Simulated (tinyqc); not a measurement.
From results back to parameters: tunnelling through a thin dielectric with one trap, as a tight-binding chain. Three cases, with inputs chosen for the exercise.

Problem. A resonance has full width Gamma_L + Gamma_R and peak height 4 Gamma_L Gamma_R/(Gamma_L + Gamma_R)^2. The values come from hidden widths.

Find: larger and smaller width.

Method. The widths are (W/2)(1 +/- sqrt(1 - peak)); which belongs to which lead the line shape cannot tell.

Case 1.

full width = 72.8526 meV
peak height = 0.153959

Solution.

larger and smaller width (meV): 69.9  2.92

Case 2.

full width = 23.4755 meV
peak height = 0.0530193

Solution.

larger and smaller width (meV): 23.2  0.315

Case 3.

full width = 9.53883 meV
peak height = 0.487558

Solution.

larger and smaller width (meV): 8.18  1.36

Computed by tinyqc, one run a case: `OMP_NUM_THREADS=1 python tinyqc.py N N+1 out.jsonl` with N = 1450521, 1450553, 1450563; one thread of a shared Intel(R) Xeon(R) Processor @ 2.30GHz, about 0.04 s a run at most.
